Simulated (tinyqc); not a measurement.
Worked calculation: CIS on RHF in the sto-3g basis, for H2, spin multiplicity 1. One step of it, computed by the program tinyqc.

Task: Iteration 2 (converged): orbitals. Diagonalise F' = X^T F X, C = X C', fill 1 alpha and 1 beta electrons from the bottom; D = 2 C_occ C_occ^T. Each column has its largest component positive (the first on a tie).

converged F (hartree), order 1H 1s, 2H 1s:
$$\begin{pmatrix}
-0.289928 & -0.524024 \\
-0.524024 & -0.289928
\end{pmatrix}$$

X, order 1H 1s, 2H 1s:
$$\begin{pmatrix}
1.156157 & -0.356236 \\
-0.356236 & 1.156157
\end{pmatrix}$$

Give: F' = X^T F X; orbital energies; coefficients C; D after iteration 2.

Result:

F' = X^T F X (hartree):
$$\begin{pmatrix}
0.0073 & -0.5281 \\
-0.5281 & 0.0073
\end{pmatrix}$$

orbital energies (hartree): MO1 -0.5208, MO2 0.5355

coefficients C, order 1H 1s, 2H 1s:
$$\begin{pmatrix}
0.5656 & 1.0694 \\
0.5656 & -1.0694
\end{pmatrix}$$

D after iteration 2, order 1H 1s, 2H 1s:
$$\begin{pmatrix}
0.6399 & 0.6399 \\
0.6399 & 0.6399
\end{pmatrix}$$
